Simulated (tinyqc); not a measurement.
Saddle-point parameters from gate and bias data.

Question. In a saddle-point contact at zero temperature mu - V0 = al (Vg - Vp), riser n is centred where this equals wy (n + 1/2), its largest slope is dg/dmu = pi/(2 wx) (neighbouring modes neglected), and in bias spectroscopy neighbouring risers meet at q V = wy. Find al, Vp and wx.

gate voltages at the middle of the first and second risers (V): [-1.6190476, -1.4571429]
largest dg/dVg on a riser = 11.780972 1/V
bias at which two neighbouring risers meet = 3.4 mV

Answer. The bias gives wy, the gate spacing then gives al = wy/(Vg2 - Vg1), and the slope gives wx = al pi/(2 dg/dVg).

lever arm al = 0.0210 eV/V
Vp = -1.70 V
wx = 2.80 meV

Numbers from tinyqc (`OMP_NUM_THREADS=1 python tinyqc.py 2740041 2740042 out.jsonl`; about 0.02 s on one thread of a shared Intel Xeon 2.30GHz).
